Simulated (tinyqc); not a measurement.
# Surface potential of a MOS transistor: implicit equation and explicit approximations: effects of single changes

p-type body, charge-sheet picture, depletion and inversion only, full ionisation (an idealisation for deep acceptors), Boltzmann statistics (rough once Na exp(x - xn) passes about Nc/7). In units of Vt: xg = (Vg - Vfb)/Vt, x = psi/Vt, G = gamma/sqrt(Vt), xn = (2 phiF + Vc)/Vt. The implicit equation is (xg - x)^2 = G^2 [x - 1 + exp(x - xn)] for x above about 3. Cox = eps0 eox/tox.

Inputs (values chosen for the exercise); band and dielectric values close to those of silicon:

| symbol | value | unit | meaning |
|---|---|---|---|
| T | 250 | K | temperature |
| Eg | 1.12 | eV | band gap |
| eps_r | 11.8 |  | relative permittivity |
| Nc | 2.14e19 | cm^-3 | conduction-band density of states at T |
| Nv | 2.01e19 | cm^-3 | valence-band density of states at T |
| eox | 3.9 |  | relative permittivity of the gate insulator (close to silicon dioxide) |
| tox | 7.5 | nm | insulator thickness |
| Na | 1e17 | cm^-3 | acceptor density |
| Vfb | -0.49 | V | flat-band voltage |
| Vc | 0.2 | V | channel-body voltage |
| Vg | 1.64 | V | gate-body voltage |

Constants: q = 1.602176634e-19 C, kB = 1.380649e-23 J/K, Vt = kB T/q, eps0 = 8.8541878128e-14 F/cm where lengths are in cm. Results are converted to the units shown.

Each table varies one quantity; the others keep the values above.

## Accuracy of the approximations against gate voltage

ni = sqrt(Nc Nv) exp(-Eg/(2 Vt)), Eg in volts; phiF = Vt ln(Na/ni); gamma = sqrt(2 q eps0 eps_r Na)/Cox; VT = Vfb + Vt (xn + G sqrt(xn - 1)). Depletion value a = 1 + [sqrt(G^2/4 + xg - 1) - G/2]^2; inversion value b = xn + ln[(xg - xn)^2/G^2 - xn + 1] and first guess y = min(a, b) - ln(1 + exp(-|a - b|)) if a > xn + 1, else b = y = a; one second-order correction with D = exp(y - xn), p = 2 (xg - y) + G^2 (1 + D), w = (xg - y)^2 - G^2 (y - 1 + D): z = y + 2 w/(p + sqrt(p^2 - 2 (2 - G^2 D) w)), or the Newton step z = y + w/p where the root is not real. N_inv = (Cox Vt G/q) [sqrt(x - 1 + exp(x - xn)) - sqrt(x - 1)] at the root. Lambert form (Cox m Vt/q) W0[(G/(2 m sqrt(xn - 1))) exp((Vg - VT)/(m Vt))], m = 1 + G/(2 sqrt(xn - 1)). Errors under 1e-4 mV, and the linear form below VT, are printed as 0.

Accuracy of the approximations against gate voltage:

| Vg (V) | psi (V) | x - xn | error of y (mV) | error of z (mV) | N_inv (cm^-2) | Cox (Vg - VT)/q (cm^-2) | Lambert form (cm^-2) |
|---|---|---|---|---|---|---|---|
| 0.61 | 0.7588 | -15.38 | 0 | 0 | 2993 | 0 | 1976 |
| 0.81 | 0.9227 | -7.771 | 1.57e-3 | 0 | 5.466e6 | 0 | 4.759e6 |
| 1.01 | 1.086 | -0.1726 | 2.91 | -1.17e-3 | 9.988e9 | 0 | 1.001e10 |
| 1.21 | 1.164 | 3.443 | 13.4 | -1.57 | 3.185e11 | 5.720e11 | 3.273e11 |
| 1.41 | 1.188 | 4.551 | 8.89 | -0.352 | 8.120e11 | 1.147e12 | 8.331e11 |
| 1.61 | 1.202 | 5.204 | 6.84 | -0.146 | 1.339e12 | 1.721e12 | 1.371e12 |
| 1.81 | 1.212 | 5.678 | 5.68 | -0.0800 | 1.879e12 | 2.296e12 | 1.921e12 |
| 2.01 | 1.221 | 6.053 | 4.92 | -0.0503 | 2.426e12 | 2.871e12 | 2.477e12 |
| 2.21 | 1.227 | 6.366 | 4.37 | -0.0345 | 2.978e12 | 3.446e12 | 3.037e12 |

What does the comparison show?

psi rises from 0.759 to 1.23 V and ends 6.4 Vt above 2 phiF + Vc. Among the rows the first guess is off by at most 13 mV (at Vg = 1.21 V) and the corrected value by at most 1.6 mV. In the last row the linear form is 16 % above N_inv and the Lambert form 2.0 % above it; in the first row the Lambert form is 34 % below it. For Vg = 1.21, 1.41, 1.61, 1.81, 2.01, 2.21 the electron quasi-Fermi level lies less than 2 Vt below the band edge at the surface, or above it, where degeneracy and confinement, left out, matter.

## Effect of the channel-body voltage at fixed gate voltage

Same model as above.

Effect of the channel-body voltage at fixed gate voltage:

| Vc (V) | psi (V) | x - xn | error of y (mV) | error of z (mV) | N_inv (cm^-2) | Cox (Vg - VT)/q (cm^-2) | Lambert form (cm^-2) |
|---|---|---|---|---|---|---|---|
| 0 | 1.0144 | 5.7674 | 5.44 | -0.0693 | 2.0680e12 | 2.4986e12 | 2.1172e12 |
| 0.2 | 1.2040 | 5.2840 | 6.63 | -0.132 | 1.4193e12 | 1.8077e12 | 1.4530e12 |
| 0.4 | 1.3889 | 4.5845 | 8.95 | -0.361 | 7.9424e11 | 1.1272e12 | 8.1327e11 |
| 0.6 | 1.5590 | 3.1968 | 14.4 | -2.00 | 2.2478e11 | 4.5477e11 | 2.2993e11 |
| 0.8 | 1.6264 | -2.9599 | 0.151 | 0 | 5.0318e8 | 0 | 4.9174e8 |
| 1 | 1.6265 | -12.236 | 0 | 0 | 47098 | 0 | 41148 |
| 1.2 | 1.6265 | -21.520 | 0 | 0 | 4.3770 | 0 | 3.2674 |

What does the comparison show?

As Vc goes from 0 to 1.2, psi rises from 1.01 to 1.63 V, x - xn falls from 5.77 to -21.5 and N_inv falls from 2.07e12 to 4.38 cm^-2. The Lambert form lies between 0.746 and 1.02 times N_inv. psi follows Vc only while the surface is inverted; once x falls below xn it settles at the depletion value. For Vc = 0, 0.2, 0.4 the electron quasi-Fermi level lies less than 2 Vt below the band edge at the surface, or above it, where degeneracy and confinement, left out, matter.

Program tinyqc, `OMP_NUM_THREADS=1 python tinyqc.py 2122235 2122236 out.jsonl`; Intel Xeon 2.30GHz, shared host, one thread, about 0.01 s.
